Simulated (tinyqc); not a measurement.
Against voltage: leakage through a gate insulator: direct, Fowler-Nordheim, trap-assisted and Poole-Frenkel currents. Computed by tinyqc, a small Python program. Command: `OMP_NUM_THREADS=1 python tinyqc.py 3030574 3030575 out.jsonl oxideleak walk`. One thread of a shared host (Intel(R) Xeon(R) Processor @ 2.30GHz), about 0.01 s of CPU time with the checks.

Electrons enter from the cathode Fermi level at x = 0; the conduction band of the insulator lies phi_b - e F x above it, F = V/t. WKB exponents use a parabolic band with mass m.

Inputs (values chosen for the exercise, with an insulator like SiO2):
```
quantity                     value   unit
thickness t                    5.6     nm
barrier phi_b                 3.16     eV
tunnelling mass m             0.46    m_0
static constant eps_ox        3.87      -
trap depth phi_t               2.1     eV
trap density N_t           2.7e+18  cm^-3
attempt rate nu_0            3e+12    1/s
activation of capture E_a    0.068     eV
temperature T                  350      K
```

Constants: e = 1.602176634e-19 C; hbar = 1.054571817e-34 J s; hbar^2/(2 m_0) = 3.80998212 eV angstrom^2; k_B = 8.617333262e-05 eV/K.

Method:
- For a level a distance phi(x) below the band, the WKB exponent is 2 int kappa dx with kappa = sqrt(m phi/(hbar^2/2m_0)); for a linear barrier from phi_1 down to phi_2 = max(phi_1 - e F d, 0) it is G = (4/3) sqrt(m/(hbar^2/2m_0)) (phi_1^(3/2) - phi_2^(3/2))/(e F).
- J_tun = e^3 F^2/(16 pi^2 hbar m phi_b) x exp(-G) / [1 - sqrt(phi_2/phi_b)]^2 with the free-electron mass in the cathode (m in m_0), phi_2 = max(phi_b - e V, 0): direct tunnelling for e V < phi_b, Fowler-Nordheim above. Image forces, back-flow and the limit on supply are left out, so J_tun is overstated below about 0.5 V.
- A trap at depth x lies phi_t below the band. Capture: tunnel at the cathode Fermi level from 0 to x (G_in from phi_1 = phi_b), rate nu_0 exp(-G_in - E_c/k_B T) with E_c = E_a + max(phi_b - phi_t - e F x, 0), the last term being the height of the trap above the cathode Fermi level. Emission: tunnel from the trap level to the anode (G_out from phi_1 = phi_t over t - x), rate nu_0 exp(-G_out - E_a/k_B T). Re-emission to the cathode follows from detailed balance, rate_back = rate_in exp(dE/k_B T) with dE = phi_b - phi_t - e F x. Each trap passes R = rate_in rate_out/(rate_in + rate_back + rate_out) electrons per second; filling from the anode is left out.
- J_TAT = e N_t int_0^t R dx by the midpoint rule on 400 intervals; the most effective depth is the midpoint with the largest R, rounded to 0.01 nm.

Currents:
```
V (V)  F (MV/cm)  J_tun (A/cm^2)  J_TAT (A/cm^2)  best depth (nm)
0.67       1.196      4.8954e-21      2.2791e-21             2.51
1.36       2.429      3.0571e-19      3.1576e-16             2.53
2.04       3.643      2.8491e-17      3.5570e-11             2.90
2.73       4.875      6.0333e-15      1.3605e-08             2.29
3.42       6.107      1.2311e-11      4.7746e-07             1.88
4.10       7.321      2.0760e-08      1.8571e-05             1.56
4.79       8.554      4.7435e-06      2.5955e-04             1.34
5.47       9.768      2.7168e-04      1.8025e-03             1.17
6.16      11.000      6.8131e-03      8.2611e-03             1.03
```

What follows from these numbers?

The larger current changes between 0.67 and 1.36 V (to J_TAT). Over the range J_tun grows by 18.1 decades and J_TAT by 18.6. The highest rows may lie beyond breakdown.

Extremes, crossings and ranges named in words are read from the listed rows.
